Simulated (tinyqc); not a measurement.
# Bending a trimer

Model: Tersoff bond-order potential. Computed by tinyqc, a small Python program. Command: `OMP_NUM_THREADS=1 python tinyqc.py 3029027 3029028 out.jsonl tersoff sweep`. One thread of a shared host (Intel(R) Xeon(R) Processor @ 2.30GHz), about 0.01 s of CPU time with the checks.

E = (1/2) sum_(i, j != i) [A exp(-lambda r_ij) - b_ij B exp(-mu r_ij)], b_ij = (1 + (beta zeta_ij)^n)^(-1/(2n)), zeta_ij = sum_(k != i, j) g(theta_ijk), g = 1 + c^2/d^2 - c^2/(d^2 + (h - cos theta)^2), with theta at atom i. Only nearest neighbours count (cut-off function 1 for them, 0 beyond).

Inputs (values chosen for the exercise, modelled on germanium):
```
quantity             value        unit
A                   1790.7          eV
B                   413.25          eV
lambda              2.4451  1/angstrom
mu                  1.7047  1/angstrom
beta              8.98e-07           -
n                   0.7576           -
c                   109300           -
d                    15.72           -
h                  -0.4276           -
bond length r_12      2.33    angstrom
bond length r_13      2.56    angstrom
```

Method. Atom 1 binds atoms 2 and 3, which do not interact. b_12 = b_13 follow from zeta = g(theta); b_21 = b_31 = 1. E = sum over the two bonds of A exp(-lambda r) - (b + 1)/2 B exp(-mu r).

One run for each value:
```
angle theta at atom 1 (degrees)  energy of the trimer (eV)  bond order b_12  g(theta)
90                                                  -3.311           0.9540     35743
100                                                 -3.470           0.9785     12614
110                                                 -3.583           0.9958      1434
120                                                 -3.589           0.9967      1026
130                                                 -3.500           0.9831      9058
140                                                 -3.396           0.9672     22399
160                                                 -3.223           0.9407     51248
180                                                 -3.159           0.9307     64012
```

What does the table show, and why?

Over the rows, energy of the trimer (eV) goes from -3.31 through a minimum among these rows, -3.59 at 120, to -3.16; bond order b_12 goes from 0.954 through a maximum among these rows, 0.997 at 120, to 0.931; g(theta) goes from 35700 through a minimum among these rows, 1030 at 120, to 64000. The bond order is largest where g is least, at cos theta = h, 115.3 degrees.

Extremes, crossings and ranges named in words are read from the listed rows.
